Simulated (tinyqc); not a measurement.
Worked calculation: power iteration on a symmetric matrix. Computed by tinyqc, a small Python program that keeps every step. Settings: method = power, shift = -0.38. Command: `OMP_NUM_THREADS=1 python tinyqc.py 29785 29786 out.jsonl` (the two numbers bound the seeds that draw the settings). One thread of a shared host (Intel(R) Xeon(R) Processor @ 2.60GHz), about 0.01 s of CPU time with the checks.

A, lower triangle:
```
         1        2       3
1   0.1650
2   0.0600   1.0830
3  -0.0050  -0.0660  1.6530
```

Stop when the residual |A v - lambda v| is below 1e-9.

Steps:
```
step    lambda  residual
1     1.332435  3.72e-01
2     1.469188  2.83e-01
3     1.547159  2.31e-01
4     1.596731  1.82e-01
5     1.626119  1.37e-01
6     1.642459  1.01e-01
7     1.651196  7.35e-02
8     1.655770  5.30e-02
9     1.658137  3.80e-02
10    1.659355  2.73e-02
11    1.659980  1.95e-02
12    1.660300  1.40e-02
13    1.660464  9.98e-03
14    1.660548  7.14e-03
15    1.660591  5.11e-03
16    1.660613  3.65e-03
17    1.660624  2.61e-03
18    1.660629  1.87e-03
19    1.660632  1.34e-03
20    1.660634  9.55e-04
21    1.660635  6.83e-04
22    1.660635  4.88e-04
23    1.660635  3.49e-04
24    1.660635  2.50e-04
25    1.660635  1.79e-04
26    1.660635  1.28e-04
27    1.660635  9.13e-05
28    1.660635  6.53e-05
29    1.660635  4.67e-05
30    1.660635  3.34e-05
```

Can the last value be used, and what does the course show?

Not by the stop rule, although the second column moves by less than 1e-07 over the last three steps. Not converged in 30 steps: the residual falls only by the ratio of the two largest distances of eigenvalues from the shift, 0.72 a step. all eigenvalues, for comparison: 0.1611  1.0793  1.6606.
